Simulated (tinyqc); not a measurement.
Inside a calculation. Model: hot electrons in a saturated n-channel MOSFET, lucky-electron model.

tinyqc, about 0.01 s, one thread, Intel Xeon 2.30GHz (shared host): `OMP_NUM_THREADS=1 python tinyqc.py 2550076 2550077 out.jsonl` Printed values are rounded.

Beyond pinch-off the lateral field grows as Esat cosh(y/l) over the velocity-saturated region (pseudo-two-dimensional model). Impact ionisation in this region gives the substrate current, which biases the body forward through Rsub. Currents are per width. Local-field laws: they overstate ionisation when the field peak is narrower than an energy relaxation length.

Values chosen for this exercise; values close to those of silicon n-channel devices: channel length L = 0.25 um; oxide thickness tox = 6 nm; junction depth xj = 98 nm; threshold VT = 0.68 V; effective mobility mu = 410 cm^2/(V s); saturation velocity vs = 8e6 cm/s; ionisation prefactor Ai = 2e6 1/cm; ionisation field Bi = 1.62 MV/cm; resistance of the lightly doped drain Rd = 400 ohm um; substrate resistance Rsub = 3300 ohm um; fall of VT per volt of forward body bias kb = 0.46; hot-electron mean free path lm = 8.5 nm; oxide barrier pb = 3.2 V; prefactor of the gate current Cg = 0.0011; lifetime exponent m = 2.8; lifetime constant Hl = 11000 s uA/um; drain voltage Vd = 2.4 V; gate voltage Vg = 1.8 V.

Constants: eps0 = 8.8541878128e-14 F/cm where lengths are in cm. Results are converted to the units shown.

## Length and field scales

Cox = 3.9 eps0/tox, l = sqrt(3 tox xj), Esat = 2 vs/mu.

Cox = 0.575522 uF/cm^2
l = 42 nm
Esat = 0.0390244 MV/cm
Esat L = 0.975610 V

## Iteration 1: body bias from the substrate current

Vb at the start = 0 V

Cox = 3.9 eps0/tox. Overdrive g = Vg - VT + kb Vb; Vdsat = g Esat L/(g + Esat L); Id = Cox vs (g - Vdsat); dV = Vd - Id Rd - Vdsat; Em = sqrt((dV/l)^2 + Esat^2); Isub = Id (Ai/Bi) l Em exp(-Bi/Em). Vb(new) = Rsub Isub.

Vdsat = 0.521415 V
Id = 275.599 uA/um
dV = 1.76835 V
Em = 0.422839 MV/cm
Isub = 13.1017 uA/um
Vb after iteration 1 = 0.0432358 V

## Iteration 2: body bias from the substrate current

As before.

Vdsat = 0.525685 V
Id = 282.790 uA/um
dV = 1.76120 V
Em = 0.421145 MV/cm
Isub = 13.1849 uA/um
Vb after iteration 2 = 0.0435103 V

## Course of the iteration: body bias from the substrate current

Stop when Vb changes by less than 1e-9 V, or after 60 iterations.

Course of the iteration:
```
iteration	Vb (V)	|change| (V)
1	0.0432358	0.0432
2	0.0435103	2.75e-4
3	0.0435120	1.68e-6
4	0.0435120	1.03e-8
5	0.0435120	6.30e-11
```

Converged in 5 iterations. At the end each change is about 0.0061 times the one before: linear convergence.

## Gate current, lifetime and channel shortening

Id = 282.836 uA/um
dV = 1.76115 V
Em = 0.421134 MV/cm
Isub = 13.1855 uA/um

Ig = Cg Id exp(-pb/(lm Em)); lifetime tau = (Hl/Id)(Isub/Id)^(-m); length of the saturated region dL = l ln[(dV/l + Em)/Esat]. 1 year = 3.15576e7 s.

Isub/Id = 0.0466187
Ig = 40.7921 pA/um
tau = 0.00658847 years
dL = 128.930 nm

The lifetime misses ten years. Integrating Ai exp(-Bi/E) over the cosh profile gives Isub/Id = 0.0385, so the closed form is 21 % above it.
